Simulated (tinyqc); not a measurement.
Magnetisation curve: two coupled magnetic layers: synthetic antiferromagnet, spin flop, exchange bias and magnetoresistance. Computed by tinyqc, a small Python program. Command: `OMP_NUM_THREADS=1 python tinyqc.py 3018378 3018379 out.jsonl saf walk`. One thread of a shared host (Intel(R) Xeon(R) Processor @ 2.30GHz), about 0.4 s of CPU time with the checks.

Moments lie in the plane at the angles p1, p2 from the field. Energy per area: E = J1 cos(p1 - p2) + J2 cos^2(p1 - p2) - B M_s (t1 cos p1 + t2 cos p2) + K (t1 sin^2 p1 + t2 sin^2 p2).

Inputs (values chosen for the exercise, for a model stack): saturation magnetisation M_s = 1030 kA/m; thickness t1 = 2.6 nm; thickness t2 = 1.6 nm; antiferromagnetic coupling J1 = 0.079 mJ/m^2; biquadratic coupling J2 = 0 mJ/m^2; in-plane anisotropy K = 3 kJ/m^3; field over the saturation field = 0.6.

Field direction: along the easy axis.

Method. The parallel state is stable while the Hessian at p1 = p2 = 0 is positive: with c = J1 + 2 J2 and u = B M_s + 2K, (u t1 - c)(u t2 - c) > c^2, so B_sat M_s = c (1/t1 + 1/t2) - 2K. B_K = 2K/M_s. The lowest minimum of E over both angles (from five starts; of two mirror images the one with p1 >= 0, and for equal layers |p1| <= |p2|).

saturation field B_sat = 71.6113 mT

Equilibrium states:
```
B/B_sat  B (mT)  p1 (degrees)  p2 (degrees)  m/m_sat
0.02      1.432         0.000       -180.00   0.2381
0.06      4.297         0.000       -180.00   0.2381
0.12      8.593         0.000       -180.00   0.2381
0.20     14.322         0.000       -180.00   0.2381
0.30     21.483         0.000       -180.00   0.2381
0.45     32.225         0.000       -180.00   0.2381
0.60     42.967        33.919        -81.37   0.5709
0.80     57.289        27.466        -50.09   0.7937
0.95     68.031        14.245        -23.68   0.9489
1.10     78.772         0.000          0.00   1.0000
```

What follows from these numbers?

The collinear state is the lowest in 6 row(s), with m/m_sat = (t1 - t2)/(t1 + t2) = 0.238; then the moments are canted and close at B_sat. The largest gap between m/m_sat and B/B_sat in the canted rows is 0.029.

Extremes, crossings and ranges named in words are read from the listed rows.
